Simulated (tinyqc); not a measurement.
Inside a calculation. Model: avalanche multiplication and breakdown of a junction from ionisation integrals. Computed by tinyqc, a small Python program that keeps every step. Command: `OMP_NUM_THREADS=1 python tinyqc.py 3030157 3030158 out.jsonl impact walk`. One thread of a shared host (Intel(R) Xeon(R) Processor @ 2.30GHz), about 0.02 s of CPU time with the checks. Intermediate numbers are printed to about 7 digits and carried at full precision; extremes and crossings named in words are read from the listed rows.

Ionisation coefficients follow the local field. Position x runs through the depletion layer from the p side (x = 0), where electrons enter, to the n side (x = w), where holes enter. The built-in voltage is neglected.

Inputs (values chosen for the exercise, modelled on GaAs):
```
quantity                                       value        unit
electron prefactor a_n                        187000        1/cm
electron field b_n                            574000        V/cm
hole prefactor a_p                            198000        1/cm
hole field b_p                                645000        V/cm
exponent c                                       1.8           -
permittivity eps                                12.9           -
drift-layer mobility mu                          410  cm^2/(V s)
doping N of the lightly doped side           5.7e+15      1/cm^3
bias as a fraction of the breakdown voltage      0.8           -
```

Junction: one-sided abrupt n+p.

Constants: e = 1.602176634e-19 C; eps_0 = 8.8541878128e-12 F/m.

## Breakdown

alpha_n = a_n exp(-(b_n/F)^c), alpha_p = a_p exp(-(b_p/F)^c). Field F = F_m (1 - s), w = eps eps_0 F_m/(e N), V = F_m w/2, with s = 1 - x/w (the peak lies at the n+ side). With Phi(x) = int_0^x (alpha_n - alpha_p) dx': 1 - 1/M_n = I_n = int_0^w alpha_n exp(-Phi) dx and M_p = M_n exp(-Phi(w)); trapezoid rule on 401 even points; breakdown at I_n = 1. Solve I_n(F_m) = 1.

critical field F_m = 0.3643669 MV/cm

width at breakdown = 4.557137 micrometre

breakdown voltage = 83.02351 V

## Coefficients at the critical field

The formulas are those given above.

alpha_n = 19395.65 1/cm

alpha_p = 12096.42 1/cm

ratio k = alpha_p/alpha_n = 0.6236663

shorter ionisation length = 0.5155794 micrometre

Electrons ionise more readily at the peak field.

## Field and integrand below breakdown

Bias V = fraction times the breakdown voltage.

peak field = 0.3258997 MV/cm

Every 50th point:
```
x (micrometre)  F (MV/cm)  alpha_n (1/cm)  alpha_p (1/cm)           Phi   I_n up to x
0.000000        0.0000000               0               0             0             0
0.509503        0.0407375    2.985453e-46    4.314086e-58  1.561501e-52  1.561501e-52
1.019007        0.0814749    4.833731e-10    2.003528e-13  8.039668e-16  8.042435e-16
1.528510        0.1222124    1.741090e-02    4.201106e-04  8.231036e-08  8.398129e-08
2.038014        0.1629498    1.209666e+01    1.345847e+00  1.122713e-04  1.236891e-04
2.547517        0.2036873    2.940396e+02    6.893071e+01  4.263331e-03  5.292331e-03
3.057021        0.2444248    1.789415e+03    6.396073e+02  3.537141e-02  4.972487e-02
3.566524        0.2851622    5.520162e+03    2.567019e+03  1.367409e-01  2.105932e-01
4.076028        0.3258997    1.171701e+04    6.495938e+03  3.442409e-01  5.476903e-01
```

## Multiplication and noise

M_n = 1/(1 - I_n), M_p = M_n exp(-Phi(w)); McIntyre excess noise for the carrier with the larger M, F_x = k M + (1 - k)(2 - 1/M), with k = (smaller M - 1)/(larger M - 1).

M_n = 2.210875

M_p = 1.566975

effective k = 0.4682363

excess noise factor = 1.858217

Injecting electrons gives the larger gain and, at equal gain, the lower noise.

## On-resistance of the drift layer

R_on = w/(e mu N) with w the width at breakdown; figure of merit V_B^2/R_on; for a triangular field it equals eps eps_0 mu F_m^3/4.

specific on-resistance = 1.217091 milliohm cm^2

V_B^2/R_on = 5.663424 MW/cm^2

eps eps_0 mu F_m^3/4 = 5.663424 MW/cm^2

## Gain against bias and Miller's formula

Miller's exponent n is defined by 1 - 1/M = (V/V_B)^n for the larger M.

Gain:
```
V/V_B     V (V)  F_m (MV/cm)       M_n       M_p  Miller exponent n
0.50   41.51175    0.2576463   1.09290   1.03091           3.556347
0.60   49.81410    0.2822374   1.23986   1.09284           3.215791
0.70   58.11645    0.3048512   1.54081   1.23340           2.935444
0.80   66.41880    0.3258997   2.21087   1.56698           2.698018
0.90   74.72115    0.3456688   4.32829   2.65950           2.493473
0.95   78.87233    0.3551409   8.62869   4.90453           2.401416
0.98   81.36304    0.3607048  21.57534  11.68268           2.349078
0.99   82.19327    0.3625405  43.16722  22.99318           2.332088
```

The larger gain passes 2 between 0.700 and 0.800 of V_B and reaches 43.2 at 0.99. Miller's exponent runs from 2.3 to 3.6, so it is not a constant: a fit holds over a narrow range only. From the first row to the last the voltage grows by a factor 1.98 and the peak field by 1.41.

Checks made by the program: the hole form of the condition, int alpha_p exp(Phi(w) - Phi) dx = 1 (relative difference 1e-05).
